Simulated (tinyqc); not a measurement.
Transfer length from front and end resistance.

Inverse problem. A contact of length d and width W has Rc = (Rsh Lt/W) coth(d/Lt) and Re = (Rsh Lt/W)/sinh(d/Lt), with Rsh the sheet resistance under the metal and Lt = sqrt(rc/Rsh). Find Lt, Rsh and rc.

Parameters, values chosen for the exercise: contact length d = 0.005 um; contact width W = 0.18 um.

Rc = 228.84923 ohm
Re = 218.92356 ohm

Answer. Rc/Re = cosh(d/Lt) gives Lt, and Re then gives Rsh.

Lt = 0.01667 um
Rsh = 720.0 ohm/sq
rc = 2.000e-9 ohm cm^2

Numbers from tinyqc (`OMP_NUM_THREADS=1 python tinyqc.py 2760113 2760114 out.jsonl`; about 0.01 s on one thread of a shared Intel Xeon 2.30GHz).
